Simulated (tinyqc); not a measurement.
Inside a calculation. Model: Raman shift of the zone-centre optical phonon of a diamond-structure crystal under stress. Computed by tinyqc, a small Python program that keeps every step. Command: `OMP_NUM_THREADS=1 python tinyqc.py 3017687 3017688 out.jsonl ramanstress walk`. One thread of a shared host (Intel(R) Xeon(R) Processor @ 2.30GHz), about 0.01 s of CPU time with the checks. Intermediate numbers are printed to about 6 digits and carried at full precision; extremes and crossings named in words are read from the listed rows.

Axes x, y, z are the cube axes. Strain shifts the threefold optical mode and can split it; p, q and r are the phonon deformation potentials.

Inputs (values chosen for the exercise, modelled on diamond):

| quantity | value | unit |
|---|---|---|
| unstrained frequency omega_0 | 1331 | 1/cm |
| p/omega_0^2 | -2.82 | - |
| q/omega_0^2 | -1.84 | - |
| r/omega_0^2 | -1.88 | - |
| C11 | 1086 | GPa |
| C12 | 126.7 | GPa |
| C44 | 571.5 | GPa |
| stress sigma (tension positive) | -0.4 | GPa |
| polarisation angle phi | 10 | degree |
| temperature coefficient d omega/dT | -0.012 | 1/(cm K) |
| local temperature T | 360 | K |
| laser wavelength | 457.9 | nm |

Stress state: biaxial. Axis: [001].

Constants: h = 6.62607015e-34 J s; c = 299792458 m/s; k_B = 1.380649e-23 J/K.

## Compliances

S11 = (C11 + C12)/D, S12 = -C12/D, D = (C11 - C12)(C11 + 2 C12), S44 = 1/C44.

S11 = 0.943819 1/TPa

S12 = -0.0986079 1/TPa

S44 = 1.74978 1/TPa

## Stress and strain tensors

Equal biaxial stress in the plane normal to the axis (unit vector n): sigma_ij = sigma (delta_ij - n_i n_j). eps_xx = S11 sigma_xx + S12 (sigma_yy + sigma_zz), and cyclic; eps_xy = S44 sigma_xy/2 (tensor strain).

stress (GPa):
```
      x     y    z
x  -0.4   0.0  0.0
y   0.0  -0.4  0.0
z   0.0   0.0  0.0
```

strain (per mille):
```
           x          y         z
x  -0.338084   0.000000  0.000000
y   0.000000  -0.338084  0.000000
z   0.000000   0.000000  0.078886
```

volume strain = -0.597282 per mille

## Secular matrix and shifts

Secular matrix: M_xx = p eps_xx + q (eps_yy + eps_zz), M_xy = 2 r eps_xy; its eigenvalues are omega^2 - omega_0^2, and the shifts are these over 2 omega_0.

M/(2 omega_0) (1/cm):
```
          x         y         z
x  0.951879  0.000000  0.000000
y  0.000000  0.951879  0.000000
z  0.000000  0.000000  0.679935
```

shifts, in rising order (1/cm): 0.679935  0.951879  0.951879

The triplet splits into a singlet and a doublet. Compression hardens every mode.

## Mean shift and Grueneisen parameter

gamma = -(p + 2q)/(6 omega_0^2); the mean of the three shifts is -gamma omega_0 x (volume strain).

mode Grueneisen parameter gamma = 1.08333

mean shift = 0.861231 1/cm

## The line seen from a (001) surface

Backscattering from a (001) surface: incident polarisation (cos phi, sin phi, 0). With Raman tensors (R_z)_xy = (R_z)_yx = 1 and cyclic, only the z component u_z of a mode counts: I = u_z^2 sin^2(2 phi) for parallel and u_z^2 cos^2(2 phi) for crossed polarisers. An unresolved line sits at the intensity-weighted shift, which is M_zz/(2 omega_0).

total intensity, parallel = 0.116978

total intensity, crossed = 0.883022

shift of the observed line = 0.679935 1/cm

shift per stress = -1.69984 1/(cm GPa)

stress per shift = -588.291 MPa cm

The z-polarised mode is an eigenmode here, so one line is seen.

## The same stress in different states

Uniaxial: sigma n n^T; biaxial: sigma (1 - n n^T); hydrostatic: sigma 1. The line seen from (001) is taken as unresolved, at the intensity-weighted shift M_zz/(2 omega_0).

Shifts (1/cm):

| state | lowest | middle | highest | line seen from (001) |
|---|---|---|---|---|
| uniaxial [100] | 0.33997 | 0.33997 | 0.61191 | 0.33997 |
| uniaxial [110] | 0.03810 | 0.33997 | 0.91378 | 0.33997 |
| uniaxial [001] | 0.33997 | 0.33997 | 0.61191 | 0.61191 |
| uniaxial [111] | 0.13872 | 0.13872 | 1.01441 | 0.43062 |
| biaxial, normal [001] | 0.67994 | 0.95188 | 0.95188 | 0.67994 |
| biaxial, normal [111] | 0.27744 | 1.15313 | 1.15313 | 0.86123 |
| hydrostatic | 1.29185 | 1.29185 | 1.29185 | 1.29185 |

Seen from (001), uniaxial stress along [100] and along [110] give the same shift (0.340), and equal biaxial stress in the plane gives twice as much (0.680), since only sigma_xx + sigma_yy and sigma_zz enter M_zz. Stress along [001] gives 0.612. One measured shift therefore fixes the stress only once its state is assumed: read as uniaxial in the plane, a shift implies twice the stress that it does read as biaxial.

## Heating mistaken for stress

A temperature above 300 K shifts the line by (d omega/dT)(T - 300 K); divided by the shift per stress it poses as a stress; the total shift adds it to the shift of the observed line. The anti-Stokes to Stokes ratio is [(omega_L + omega_0)/(omega_L - omega_0)]^3 exp(-h c omega_0/(k_B T)) in photon counts, omega_L = 1/wavelength, resonance effects left out.

thermal shift = -0.72 1/cm

apparent stress from heating = 0.423570 GPa

total shift = -0.0400647 1/cm

anti-Stokes/Stokes ratio = 0.00705975

Heating poses as tension, 106 % of the true stress in size; the intensity ratio gives T apart from the shift.

Checks made by the program: mean of the eigenvalues against the trace rule (relative difference below 1e-10); weighted mean of the modes against M_zz (relative difference below 1e-10).
